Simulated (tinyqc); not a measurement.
RHF in the 6-31g basis, for H2, spin multiplicity 1, step by step. One step of it, computed by the program tinyqc.

Task: Iteration 1: building the Fock matrix. J_ij = sum D_kl (ij|kl), K_ij = sum D_kl (ik|jl); F = H + J - 0.5 K; E = tr D H + tr D J / 2 - 0.25 tr D K + E_nn.

D at the start, order 1H 1s, 1H 2s, 2H 1s, 2H 2s:
```
[[0.405077, 0.129344, 0.405077, 0.129344],
 [0.129344, 0.041300, 0.129344, 0.041300],
 [0.405077, 0.129344, 0.405077, 0.129344],
 [0.129344, 0.041300, 0.129344, 0.041300]]
```

core Hamiltonian H = T + V (hartree), order 1H 1s, 1H 2s, 2H 1s, 2H 2s:
```
[[-1.021892, -0.950750, -0.916250, -0.831293],
 [-0.950750, -0.943818, -0.831293, -0.884050],
 [-0.916250, -0.831293, -1.021892, -0.950750],
 [-0.831293, -0.884050, -0.950750, -0.943818]]
```

Two-electron integrals (ij|kl) in chemists' order, unique and non-zero (hartree):
```
(11|11) 1.076566   (21|11) 0.578470   (21|21) 0.329423   (22|11) 0.587396
(22|21) 0.361304   (22|22) 0.453150   (31|11) 0.474953   (31|21) 0.268376
(31|22) 0.289722   (31|31) 0.261189   (32|11) 0.376306   (32|21) 0.226190
(32|22) 0.268602   (32|31) 0.225545   (32|32) 0.214441   (33|11) 0.706162
(33|21) 0.428911   (33|22) 0.511567   (33|31) 0.474953   (33|32) 0.461965
(33|33) 1.076566   (41|11) 0.461965   (41|21) 0.263823   (41|22) 0.290653
(41|31) 0.225545   (41|32) 0.193297   (41|33) 0.376306   (41|41) 0.214441
(42|11) 0.497276   (42|21) 0.307250   (42|22) 0.389259   (42|31) 0.263312
(42|32) 0.252833   (42|33) 0.497276   (42|41) 0.252833   (42|42) 0.349103
(43|11) 0.428911   (43|21) 0.261900   (43|22) 0.319911   (43|31) 0.268376
(43|32) 0.263823   (43|33) 0.578470   (43|41) 0.226190   (43|42) 0.307250
(43|43) 0.329423   (44|11) 0.511567   (44|21) 0.319911   (44|22) 0.416649
(44|31) 0.289722   (44|32) 0.290653   (44|33) 0.587396   (44|41) 0.268602
(44|42) 0.389259   (44|43) 0.361304   (44|44) 0.453150
```

nuclear repulsion = 0.78629600 hartree

Give: Coulomb J; exchange K; Fock matrix F; total energy of this density.

Result:

Coulomb J (hartree), order 1H 1s, 1H 2s, 2H 1s, 2H 2s:
```
[[1.671, 0.959, 0.898, 0.799],
 [0.959, 1.069, 0.799, 0.967],
 [0.898, 0.799, 1.671, 0.959],
 [0.799, 0.967, 0.959, 1.069]]
```

exchange K (hartree), order 1H 1s, 1H 2s, 2H 1s, 2H 2s:
```
[[1.368, 0.980, 1.150, 0.935],
 [0.980, 0.777, 0.935, 0.765],
 [1.150, 0.935, 1.368, 0.980],
 [0.935, 0.765, 0.980, 0.777]]
```

Fock matrix F (hartree), order 1H 1s, 1H 2s, 2H 1s, 2H 2s:
```
[[-0.035, -0.482, -0.594, -0.500],
 [-0.482, -0.263, -0.500, -0.299],
 [-0.594, -0.500, -0.035, -0.482],
 [-0.500, -0.299, -0.482, -0.263]]
```

total energy of this density = -1.06733 hartree
